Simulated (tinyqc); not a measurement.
Inside a calculation. Method: Hubbard chain of 5 sites. Computed by tinyqc, a small Python program that keeps every step. Settings: hopping = 1.29, U = 4.4, mixing = 0.2, iteration cap = 60. Command: `OMP_NUM_THREADS=1 python tinyqc.py 27330 27331 out.jsonl` (the two numbers bound the seeds that draw the settings). One thread of a shared host (Intel(R) Xeon(R) Processor @ 2.60GHz), about 0.2 s of CPU time with the checks.

one-body matrix (hopping and site energies) (eV), lower triangle:
```
           1          2          3          4          5
1   0.040000
2  -1.290000   0.690000
3   0.000000  -1.290000   0.820000
4   0.000000   0.000000  -1.290000   0.660000
5   0.000000   0.000000   0.000000  -1.290000  -0.140000
```

U = 4.400000 eV

electrons, up and down: 3  2

n(up) at the start (a guess, not normalised): 1 0.900000, 2 0.300000, 3 0.900000, 4 0.300000, 5 0.900000

n(down) at the start (a guess): 1 0.100000, 2 0.700000, 3 0.100000, 4 0.700000, 5 0.100000

Each step fills the lowest levels of T + U n(other spin) and sets n(new) = n + mixing (n(out) - n); stop when output and input agree to 1e-8.

Course of the cycle:
```
iteration       E (eV)  largest |n(out) - n(in)|  mean |n_up - n_down|
1          -0.74917714                  1.30e-01              0.676821
2          -0.76056439                  1.04e-01              0.685129
3          -0.76778518                  8.43e-02              0.692058
4          -0.77263741                  6.89e-02              0.697928
5          -0.77604216                  5.70e-02              0.702951
6          -0.77850501                  4.73e-02              0.707279
7          -0.78032372                  3.95e-02              0.711025
8          -0.78168548                  3.31e-02              0.714277
9          -0.78271458                  2.79e-02              0.717108
10         -0.78349719                  2.37e-02              0.719578
11         -0.78409492                  2.05e-02              0.721734
...                ...                       ...                   ...
50         -0.78608950                  1.09e-04              0.737073
51         -0.78608952                  9.57e-05              0.737086
52         -0.78608953                  8.42e-05              0.737097
53         -0.78608955                  7.41e-05              0.737107
54         -0.78608956                  6.53e-05              0.737116
55         -0.78608957                  5.75e-05              0.737124
56         -0.78608957                  5.06e-05              0.737130
57         -0.78608958                  4.46e-05              0.737136
58         -0.78608958                  3.92e-05              0.737142
59         -0.78608958                  3.46e-05              0.737146
60         -0.78608958                  3.04e-05              0.737150
```

Can the last value be used, and what does the course show?

Not by the stop rule, although the second column moves by less than 1e-07 over the last three steps. Not converged within 60 iterations: the residual falls steadily but slowly, by a factor of about 0.88 a step. The lowest mean-field energy found from random starts is -0.78609 eV. Reruns (cap 100 unless said): mixing 0.5: converged in 46 (E = -0.78609); mixing 0.9: converged in 22 (E = -0.78609); the original settings with a cap of 400: converged in 124 (E = -0.78609).
